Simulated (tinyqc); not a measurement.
Round or elliptic silicon nanowire with anisotropic valleys (Ritz method): one step. Lowest level in this basis. Five cases, with inputs chosen for the exercise.

Question. Solve H p = E S p for the wire level; give E, the ratios p2/p1 and p3/p1, and H11/S11.

Case 1.

S, rows 1, u^2, v^2 and columns alike:
```
[[1.04719755, 0.13089969, 0.13089969],
 [0.13089969, 0.03926991, 0.01308997],
 [0.13089969, 0.01308997, 0.03926991]]
```

H (meV), rows 1, u^2, v^2 and columns alike:
```
[[232.059965, 38.676661, 38.676661],
 [38.676661, 47.081022, 4.834583],
 [38.676661, 4.834583, 20.603134]]
```

Case 2.

S, rows 1, u^2, v^2 and columns alike:
```
[[1.04719755, 0.13089969, 0.13089969],
 [0.13089969, 0.03926991, 0.01308997],
 [0.13089969, 0.01308997, 0.03926991]]
```

H (meV), rows 1, u^2, v^2 and columns alike:
```
[[210.862214, 35.143702, 35.143702],
 [35.143702, 42.263332, 4.392963],
 [35.143702, 4.392963, 19.238147]]
```

Case 3.

S, rows 1, u^2, v^2 and columns alike:
```
[[1.04719755, 0.13089969, 0.13089969],
 [0.13089969, 0.03926991, 0.01308997],
 [0.13089969, 0.01308997, 0.03926991]]
```

H (meV), rows 1, u^2, v^2 and columns alike:
```
[[205.079184, 34.179864, 34.179864],
 [34.179864, 40.784039, 4.272483],
 [34.179864, 4.272483, 19.030723]]
```

Case 4.

S, rows 1, u^2, v^2 and columns alike:
```
[[1.04719755, 0.13089969, 0.13089969],
 [0.13089969, 0.03926991, 0.01308997],
 [0.13089969, 0.01308997, 0.03926991]]
```

H (meV), rows 1, u^2, v^2 and columns alike:
```
[[344.514789, 57.419132, 57.419132],
 [57.419132, 57.484127, 7.177391],
 [57.419132, 7.177391, 42.999353]]
```

Case 5.

S, rows 1, u^2, v^2 and columns alike:
```
[[1.04719755, 0.13089969, 0.13089969],
 [0.13089969, 0.03926991, 0.01308997],
 [0.13089969, 0.01308997, 0.03926991]]
```

H (meV), rows 1, u^2, v^2 and columns alike:
```
[[65.676678, 10.946113, 10.946113],
 [10.946113, 13.139838, 1.368264],
 [10.946113, 1.368264, 6.015860]]
```

Give: E; ratios; one function.

Answer.

Case 1.

E = 209.7 meV

ratios: [-0.24, -0.87]

one function = 221.6 meV

The two added functions lower the level by 11.9 meV (5.4 %), mostly by narrowing the state along v, the direction in which the stretched ellipse is long.

Case 2.

E = 191.0 meV

ratios: [-0.25, -0.82]

one function = 201.4 meV

The two added functions lower the level by 10.4 meV (5.2 %), mostly by narrowing the state along v, the direction in which the stretched ellipse is long.

Case 3.

E = 186.0 meV

ratios: [-0.25, -0.80]

one function = 195.8 meV

The two added functions lower the level by 9.9 meV (5.0 %), mostly by narrowing the state along v, the direction in which the stretched ellipse is long.

Case 4.

E = 316.6 meV

ratios: [-0.32, -0.49]

one function = 329.0 meV

The two added functions lower the level by 12.4 meV (3.8 %), mostly by narrowing the state along v, the direction in which the stretched ellipse is long.

Case 5.

E = 59.5 meV

ratios: [-0.25, -0.82]

one function = 62.7 meV

The two added functions lower the level by 3.2 meV (5.1 %), mostly by narrowing the state along v, the direction in which the stretched ellipse is long.

Computed by tinyqc, one run a case: `OMP_NUM_THREADS=1 python tinyqc.py N N+1 out.jsonl` with N = 1280380, 1280440, 1280679, 1280701, 1280762; one thread of a shared Intel(R) Xeon(R) Processor @ 2.30GHz, about 0.07 s a run at most.
